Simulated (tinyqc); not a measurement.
# Ballistic Schottky-barrier transistor with a one-dimensional channel, WKB contacts, step by step

tinyqc, about 0.09 s, one thread, Intel Xeon 2.30GHz (shared host): `OMP_NUM_THREADS=1 python tinyqc.py 2390129 2390130 out.jsonl` Printed values are rounded.

Source Fermi level 0, drain Fermi level -Vd. Far from the contacts Ec = pn - psi, and the gate moves psi one to one; the band edges relax as exp(-x/lam) from pn at the source and pn - Vd at the drain; Ev = Ec - Eg. A carrier of energy w inside the channel band meets at a contact a barrier of height D (the contact edge beyond the channel edge): T = 1 for w >= D, else exp(-S), S = 4 lam sqrt(m/C) [sqrt(D - w) - sqrt(w) arctan sqrt((D - w)/w)], C = hbar^2/(2 m0). The two contacts combine as Ts Td/(Ts + Td - Ts Td).

Parameters, values chosen for the exercise; channel values close to those of a germanium nanowire:

| symbol | value | unit | meaning |
|---|---|---|---|
| T | 250 | K | temperature |
| Eg | 0.66 | eV | band gap |
| pn | 0.49 | eV | barrier for electrons at both contacts |
| mn | 0.12 | m0 | electron mass |
| mp | 0.14 | m0 | hole mass |
| g | 2 |  | valleys or subbands |
| lam | 2.2 | nm | screening length at the contacts |
| Vd | 0.3 | V | drain bias |
| ps | -0.21 | V | band shift psi of the channel by the gate |
| w0 | 0.37 | eV | energy of one carrier inside the channel band |
| wm | 0.66 | eV | upper end of the grid |
| nE | 17 |  | points of the grid |

Constants: q = 1.602176634e-19 C, kB = 1.380649e-23 J/K, hbar = 1.054571817e-34 J s, h = 6.62607015e-34 J s, m0 = 9.1093837015e-31 kg, Vt = kB T/q, hbar^2/(2 m0) = 0.0380998212 eV nm^2. Results are converted to the units shown.

Range of the model: No scattering, image-force lowering, channel charge or band-to-band tunnelling; parabolic kappa overstates S deep in the gap.

## Band edges and barriers

Electrons: Ds = psi, Dd = psi - Vd, Es = Ec, Ed = Ec + Vd. Holes: Ds = -psi, Dd = Vd - psi, Es = -Ev, Ed = -Ev - Vd. The size of each current is taken; both flow from drain to source and add.

Ec = 0.7 eV
Ev = 0.04 eV
D for electrons (eV): source -0.2100000, drain -0.5100000
D for holes (eV): source 0.2100000, drain 0.5100000

A negative D is no barrier. Here the holes carry the larger current.

## Transmission of one of the holes

S and T at both contacts for w = w0, and the tunnelling distance lam ln(D/w) at the higher barrier.

S at the source = 0
S at the drain = 0.6531920
combined T = 0.5203821
tunnelling distance = 0.7059970 nm

## Current of the holes on a coarse grid

I = g (2 q^2/h) int T(w) [f(Es + w) - f(Ed + w)] dw, f(y) = 1/(1 + exp(y/Vt)). Electrons: Ds = psi, Dd = psi - Vd, Es = Ec, Ed = Ec + Vd. Holes: Ds = -psi, Dd = Vd - psi, Es = -Ev, Ed = -Ev - Vd. The size of each current is taken; both flow from drain to source and add. Simpson's rule on nE equally spaced w from 0 to wm.

w, point 0 to 16 (eV): [0.0000000, 0.0412500, 0.0825000, 0.1237500, 0.1650000, 0.2062500, 0.2475000, 0.2887500, 0.3300000, 0.3712500, 0.4125000, 0.4537500, 0.4950000, 0.5362500, 0.5775000, 0.6187500, 0.6600000]
Ts, point 0 to 16: [4.393239e-4, 0.04411043, 0.1836399, 0.4377409, 0.7552943, 0.9938259, 1, 1, 1, 1, 1, 1, 1, 1, 1, 1, 1]
Td, point 0 to 16: [5.863514e-6, 7.804476e-4, 0.004408928, 0.01471386, 0.03722777, 0.07860739, 0.1454236, 0.2424456, 0.3706631, 0.5253632, 0.6945099, 0.8572557, 0.9797113, 1, 1, 1, 1]
T, point 0 to 16: [5.786320e-6, 7.674678e-4, 0.004324175, 0.01444094, 0.03678411, 0.07856902, 0.1454236, 0.2424456, 0.3706631, 0.5253632, 0.6945099, 0.8572557, 0.9797113, 1, 1, 1, 1]
size of the supply difference, point 0 to 16: [0.1350853, 0.5145006, 0.8779017, 0.9798717, 0.9966919, 0.9975466, 0.9864636, 0.9151965, 0.6140041, 0.1899145, 0.03339734, 0.005066344, 7.499138e-4, 1.105925e-4, 1.630059e-5, 2.402403e-6, 3.540653e-7]
current = 5.427054 uA

A converged quadrature gives 5.461 uA; this grid is 0.63 % below that. 0.0229 % of it passes over both barriers, the rest tunnels. The other carrier adds 2.58e-14 uA.
